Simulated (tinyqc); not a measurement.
# Trench capacitor in an array: capacitance, non-linearity, leakage and relaxation: capacitance, non-linearity and leakage against thickness

A film between two metal electrodes, each interface adding a series capacitance ci. The small-signal permittivity is ek (1 + aq E^2); the field is found with the linear permittivity. Leakage J = J0 sinh(E/Ef). After a voltage step the film passes a relaxation current kr C V tt^(-nr), tt being the time in seconds. The sidewall is a coaxial capacitor with radii a = dm/2 - t and b = dm/2, depth AR dm; the end face is left out.

Planar film: Cf = eps0 ek/t, 1/C = 1/Cf + 2/ci, EOT = 3.9 eps0/C, effective permittivity C t/eps0, E = (V/t) C/Cf; quadratic coefficient [C(V)/C - 1]/V^2 with Cf (1 + aq E^2) in C(V).

Parameters, values chosen for the exercise; permittivity of the order of that of titanium dioxide:
- ek = 81.8 (relative permittivity of the film)
- ci = 130 uF/cm^2 (capacitance of each electrode interface (dead layer and screening))
- aq = 0.028 cm^2/MV^2 (quadratic field coefficient of the permittivity)
- V = 1.1 V (bias)
- J0 = 6.1e-11 A/cm^2 (leakage prefactor)
- Ef = 0.26 MV/cm (field for an e-fold rise of the leakage)

Constants: eps0 = 8.8541878128e-14 F/cm where lengths are in cm. Results are converted to the units shown.

Result of one run:

| t (nm) | C (uF/cm^2) | EOT (nm) | effective permittivity | E (MV/cm) | quadratic coefficient (ppm/V^2) | J (A/cm^2) |
|---|---|---|---|---|---|---|
| 31 | 2.255 | 1.531 | 78.96 | 0.3425 | 2620 | 1.057e-10 |

What becomes of these results when the film thickness t is changed from 31 to 22 nm, all else the same?

Result of the changed run:

| t (nm) | C (uF/cm^2) | EOT (nm) | effective permittivity | E (MV/cm) | quadratic coefficient (ppm/V^2) | J (A/cm^2) |
|---|---|---|---|---|---|---|
| 22 | 3.133 | 1.102 | 77.86 | 0.4759 | 4987 | 1.853e-10 |

The whole series:

| t (nm) | C (uF/cm^2) | EOT (nm) | effective permittivity | E (MV/cm) | quadratic coefficient (ppm/V^2) | J (A/cm^2) |
|---|---|---|---|---|---|---|
| 4.1 | 13.89 | 0.2486 | 64.32 | 2.110 | 7.888e4 | 1.019e-7 |
| 5.8 | 10.48 | 0.3297 | 68.62 | 1.591 | 4.858e4 | 1.386e-8 |
| 8.1 | 7.860 | 0.4393 | 71.91 | 1.194 | 2.885e4 | 3.008e-9 |
| 11 | 5.979 | 0.5776 | 74.28 | 0.9080 | 1.729e4 | 1.001e-9 |
| 16 | 4.232 | 0.8160 | 76.47 | 0.6427 | 8931 | 3.588e-10 |
| 22 | 3.133 | 1.102 | 77.86 | 0.4759 | 4987 | 1.853e-10 |
| 31 | 2.255 | 1.531 | 78.96 | 0.3425 | 2620 | 1.057e-10 |
| 43 | 1.642 | 2.103 | 79.73 | 0.2494 | 1402 | 6.789e-11 |
| 60 | 1.185 | 2.914 | 80.31 | 0.1800 | 736.0 | 4.568e-11 |

C falls from 13.9 to 1.19 uF/cm^2 while the effective permittivity goes from 64.3 to 80.3 (ek = 81.8). EOT is a straight line in t with slope 3.9/ek = 0.0477 and intercept 0.0531 nm. The quadratic coefficient goes as t^(-1.40) between the first two rows and t^(-1.94) between the last two (-2 without interfaces), and J falls by 3.35 decades.

Computed by the program tinyqc: `OMP_NUM_THREADS=1 python tinyqc.py 2102148 2102149 out.jsonl`, one thread of a shared Intel Xeon 2.30GHz, about 0.01 s for the whole run.
